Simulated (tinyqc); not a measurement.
# Changing the Ge fraction x

Model: composition and strain of an epitaxial Si(1-x)Ge(x) layer from Raman and X-ray peaks. Computed by tinyqc, a small Python program. Command: `OMP_NUM_THREADS=1 python tinyqc.py 3029098 3029099 out.jsonl epiraman sweep`. One thread of a shared host (Intel(R) Xeon(R) Processor @ 2.30GHz), about 0.01 s of CPU time with the checks.

A (001) layer, biaxially strained in the plane. The Raman peaks follow empirical lines omega = w0 + c1 x + c3 x^3 + b eps (c3 for Si-Ge alone), with eps the in-plane strain.

Inputs (values chosen for the exercise, modelled on silicon-germanium):
```
quantity                        value      unit
degree of relaxation R           0.57         -
lattice constant of Si          5.431  angstrom
lattice constant of Ge          5.658  angstrom
bowing B                        0.026  angstrom
2 C12/C11 of Si                 0.777         -
2 C12/C11 of Ge                 0.749         -
Si-Si: w0                       520.7      1/cm
Si-Si: c1                       -65.4      1/cm
Si-Si: strain coefficient b      -726      1/cm
Si-Ge: w0                       400.2      1/cm
Si-Ge: c1                        23.7      1/cm
Si-Ge: c3                       -34.2      1/cm
Si-Ge: strain coefficient b      -589      1/cm
Ge-Ge: w0                       280.3      1/cm
Ge-Ge: c1                        18.6      1/cm
Ge-Ge: strain coefficient b      -471      1/cm
X-ray wavelength             1.540598  angstrom
```

Substrate: germanium.

Method:
- Relaxed lattice constant a(x) = a_Si + (a_Ge - a_Si) x - B x (1 - x).
- In-plane constant a_par = a_sub + R (a(x) - a_sub); eps = a_par/a(x) - 1; eps_perp = -(2 C12/C11) eps with 2 C12/C11 linear in x; a_perp = a(x) (1 + eps_perp).
- Insert x and eps in the three lines; the strain part is b eps.
- Bragg angle theta = arcsin(2 lambda/a) for (004), for the substrate with a_sub and the layer with a_perp; separation in arc seconds.

One run for each value; columns: (1) Ge fraction x; (2) Si-Si peak (1/cm); (3) Si-Ge peak (1/cm); (4) Ge-Ge peak (1/cm); (5) in-plane strain eps (per mille); (6) separation, layer less substrate (arcsec):
```
(1)      (2)     (3)     (4)     (5)     (6)
0.08  503.39  392.28  273.95  16.637  7078.3
0.18  498.08  395.47  276.61  14.940  6334.1
0.29  492.27  398.56  279.55  13.039  5507.0
0.40  486.48  400.95  282.51  11.105  4671.8
0.50  481.24  402.29  285.21   9.317  3905.9
0.60  476.01  402.61  287.93   7.504  3134.4
0.71  470.29  401.56  290.93   5.479  2279.6
0.82  464.59  398.76  293.94   3.424  1419.0
0.92  459.42  394.47  296.69   1.531   632.2
```

Over the rows, Si-Si peak (1/cm) falls from 503 to 459 (exponent d ln y / d ln x -0.013 between the first rows and -0.097 between the last); Si-Ge peak (1/cm) goes from 392 through a maximum among these rows, 403 at 0.600, to 394; Ge-Ge peak (1/cm) rises from 274 to 297 (exponent d ln y / d ln x 0.012 between the first rows and 0.081 between the last). Composition and strain both change with x. The Si-Si peak moves by -52.3 per cm per unit x on average, against c1 = -65.4 without strain: eps moves towards compression as x grows, which offsets part of the fall, in proportion to 1 - R.

Caution (rows 0.0800, 0.180, 0.820, 0.920): near either end one of the like-atom peaks is weak, since its intensity follows the number of such bonds.

Extremes, crossings and ranges named in words are read from the listed rows.
